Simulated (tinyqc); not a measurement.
Undoped gate-all-around wire MOSFET, analytic charge model: one step of the calculation.

An undoped round wire of radius R under an insulator shell and a surrounding gate; long channel, electrons only, n = ni exp((psi - V)/Vt) with V the quasi-Fermi potential (0 at the source, Vd at the drain), constant mobility, no quantisation. The radial Poisson equation gives n(r) = n(0)/(1 - (1 - b) r^2/R^2)^2 with b = Q0/(Q + Q0). Q is the electron charge per area of the wire surface.

Problem. Drain current and line charge. Q solves Vg - V0 - V = Q/Cox + Vt ln(Q/Q0) + Vt ln(1 + Q/Q0). I = mu (2 pi R/L)[2 Vt (Qs - Qd) + (Qs^2 - Qd^2)/(2 Cox) + Vt Q0 ln((Qd + Q0)/(Qs + Q0))], with Qs at V = 0 and Qd at V = Vd. Electrons per length at the source: 2 pi R Qs/q; surface over centre density: (1 + Qs/Q0)^2.

Inputs (values chosen for the exercise); material values close to those of silicon: temperature T = 300 K; wire radius R = 20 nm; channel mobility mu = 130 cm^2/(V s); gate length L = 0.2 um; drain voltage Vd = 0.1 V.

Constants: q = 1.602176634e-19 C, kB = 1.380649e-23 J/K, Vt = kB T/q. Results are converted to the units shown.

Qs = 693.17056 nC/cm^2
Qd = 555.89721 nC/cm^2
Cox = 1.5416488 uF/cm^2
Q0 = 53.562240 nC/cm^2

Wanted: first term; second term; third term; I; electrons per length; surface over centre density.

Solution.

first term = 0.5797 uA
second term = 4.542 uA
third term = -0.02298 uA
I = 5.099 uA
electrons per length = 5.437 1/nm
surface over centre density = 194.4

The square-law term makes up 89.1 % of the current.

tinyqc, about 0.04 s, one thread, Intel Xeon 2.30GHz (shared host): `OMP_NUM_THREADS=1 python tinyqc.py 2460126 2460127 out.jsonl`
